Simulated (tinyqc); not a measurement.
One share for all, or one for each: linear model of a band gap against the share of exact exchange.

E(alpha) = E0 + S alpha. A wider gap screens less, modelled in the Penn form eps(alpha) = 1 + (e0 - 1)(EP/(EP + S alpha))^2 with a scale EP chosen for the exercise. A dielectric-dependent hybrid takes alpha = 1/eps.

Errors of the gap (eV) against each target; e0, EP, S and the gaps are values chosen for the exercise.

Results:
```
case        E0 (eV)  S (eV)     e0  EP (eV)  target Et (eV)  alpha needed  error, alpha = 0  error, 0.25  error, self-consistent
like GaAs      0.52    5.28  11.66      9.8            1.50         0.186             -0.98         0.34                   -0.48
like SiO2      5.41    9.71   2.62     28.6            8.96         0.366             -3.55        -1.12                    0.83
like Al2O3     6.05   10.36   3.44     25.3            8.77         0.263             -2.72        -0.13                    0.89
like GaN       1.89    6.48   6.04     18.8            3.57         0.259             -1.68        -0.06                   -0.49
like Ge        0.08    5.08  17.44      9.0            0.75         0.132             -0.67         0.60                   -0.36
like InP       0.66    5.60  10.56     10.0            1.43         0.138             -0.77         0.63                   -0.18
like SiC       2.32    6.45   7.26     17.6            3.20         0.136             -0.88         0.73                    0.09
```

Mean absolute errors: 1.61, 0.52 and 0.48 eV for alpha = 0, 0.25 and the self-consistent value. A fixed quarter overshoots for GaAs, Ge, InP and SiC and falls short for SiO2, Al2O3 and GaN; the alpha needed runs between 0.132 and 0.366 and its correlation with 1/e0 over these cases is 0.91.

Run: tinyqc, `OMP_NUM_THREADS=1 python tinyqc.py 1880354 1880355 out.jsonl`; Intel(R) Xeon(R) Processor @ 2.30GHz, one thread, shared host; about 0.01 s of CPU time with all checks.
